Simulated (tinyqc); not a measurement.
# Bulk transistor, scale length and short-channel effects: what changes with what

A gate, an insulator of thickness ti and a depleted layer of depth ts on a conducting body. Below threshold the potential that source and drain add obeys Laplace's equation and vanishes on the gate and at the bottom of the depleted layer. Its lowest mode decays along the channel as exp(-k y); k is the smallest positive root of the matching condition at the interface, and the scale length is Lambda = pi/k.

Values chosen for this exercise; permittivities: semiconductor made up, insulator close to that of silicon nitride: temperature T = 350 K; relative permittivity of the semiconductor eps_r = 20.5; relative permittivity of the insulator ei = 7.63; insulator thickness ti = 3.3 nm; depletion depth ts = 11 nm; channel length L = 54 nm; potential of the source Vbi = 1.05 V; potential of the barrier top at threshold sT = 0.45 V; drain voltage Vds = 0.8 V.

Constants: q = 1.602176634e-19 C, kB = 1.380649e-23 J/K, Vt = kB T/q. Results are converted to the units shown.

Each table varies one quantity; the others keep the values above.

## Effect of the depletion depth

k is the smallest positive root of f(k) = eps_r sin(k ti) cos(k ts) + ei cos(k ti) sin(k ts). Along the channel psi(y) = s + a exp(y/l) + b exp(-y/l) with psi(0) = Vbi, psi(L) = Vbi + Vds and l = 1/k = Lambda/pi; with A = Vbi - s, B = A + Vds, x = exp(-L/l): a = (B - A x) x/(1 - x^2), b = (A - B x)/(1 - x^2). The minimum is s + 2 sqrt(a b), at y = (l/2) ln(b/a). The long-channel potential follows the gate as s = sT + (Vg - VTL)/m, and the threshold VT is the gate voltage at which the minimum equals sT. Swing = m Vt ln 10/g at threshold, g = d(minimum)/ds = 1 - (b x + a)/((1 + x) sqrt(a b)). DIBL = [VT(0.05 V) - VT(Vds)]/(Vds - 0.05 V). sT and Vbi are held fixed; m = 1 + eps_r ti/(ei ts) in each row.

Effect of the depletion depth:
```
ts (nm),Lambda (nm),L/Lambda,VT - VTL at Vds (mV),DIBL (mV/V),swing (mV/decade)
4.4,8.191,6.592,-0.1759,0.07473,209.4
5.5,9.738,5.545,-0.7898,0.3356,181.5
6.8,11.50,4.695,-2.652,1.127,160.2
8.5,13.72,3.937,-7.756,3.298,142.5
11,16.82,3.210,-21.67,9.229,127.2
13,19.20,2.812,-38.22,16.31,120.0
16,22.66,2.383,-71.07,30.45,113.8
```

What does the comparison show?

As ts goes from 4.4 to 16 nm, Lambda rises from 8.19 to 22.7 nm, DIBL rises from 0.0747 to 30.5 mV/V and the swing falls from 209 to 114 mV a decade. On average Lambda goes as ts^(0.79).

## Effect of the channel length

Same model as above.

The same in every row: Lambda (nm) = 16.820.

Result of one run:
```
L (nm),L/Lambda,VT - VTL at Vds = 0.05 V (mV),VT - VTL at Vds (mV),DIBL (mV/V),swing (mV/decade)
53,3.1510,-16.214,-23.826,10.149,127.39
```

What becomes of these results when the channel length L is changed from 53 to 26 nm, all else the same?

Result of the changed run:
```
L (nm),L/Lambda,VT - VTL at Vds = 0.05 V (mV),VT - VTL at Vds (mV),DIBL (mV/V),swing (mV/decade)
26,1.5458,-239.35,-356.00,155.53,154.10
```

The whole series:
```
L (nm),L/Lambda,VT - VTL at Vds = 0.05 V (mV),VT - VTL at Vds (mV),DIBL (mV/V),swing (mV/decade)
19,1.1296,-554.86,-832.54,370.24,191.34
22,1.3080,-380.36,-568.37,250.67,170.79
26,1.5458,-239.35,-356.00,155.53,154.10
31,1.8430,-139.78,-206.97,89.598,142.24
37,2.1998,-75.951,-112.06,48.149,134.59
45,2.6754,-34.776,-51.171,21.860,129.63
53,3.1510,-16.214,-23.826,10.149,127.39
63,3.7455,-6.3177,-9.2765,3.9450,126.19
76,4.5184,-1.8690,-2.7433,1.1658,125.65
```

From L = 19 to 76 nm, DIBL falls from 370 to 1.17 mV/V and the swing falls from 191 to 126 mV a decade (long-channel value 125). Between the last two rows the threshold shift at Vds decays with a length of 10.7 nm, against 2 Lambda/pi = 10.7 nm for a shift that goes as exp(-pi L/(2 Lambda)). DIBL first drops below 100 mV/V at L = 31 nm among the rows, L/Lambda = 1.8. For L = 19 to 22 nm L is under 1.5 Lambda, where higher modes, left out of the one-mode potential, count.

## Effect of the insulator thickness

Same model as above.

Effect of the insulator thickness:
```
ti (nm),Lambda (nm),L/Lambda,VT - VTL at Vds (mV),DIBL (mV/V),swing (mV/decade)
1.1,13.64,3.959,-4.650,1.977,88.49
1.4,14.21,3.800,-6.325,2.690,93.72
1.9,15.04,3.589,-9.625,4.094,102.5
2.4,15.76,3.427,-13.49,5.740,111.3
3.1,16.60,3.252,-19.73,8.399,123.7
4.1,17.60,3.068,-30.13,12.84,141.5
5.3,18.58,2.907,-44.76,19.09,163.0
```

Read the table: what changes, and by how much?

As ti goes from 1.1 to 5.3 nm, Lambda rises from 13.6 to 18.6 nm, DIBL rises from 1.98 to 19.1 mV/V and the swing rises from 88.5 to 163 mV a decade. On average Lambda goes as ti^(0.20).

Program tinyqc, `OMP_NUM_THREADS=1 python tinyqc.py 2420021 2420022 out.jsonl`; Intel Xeon 2.30GHz, shared host, one thread, about 0.01 s.
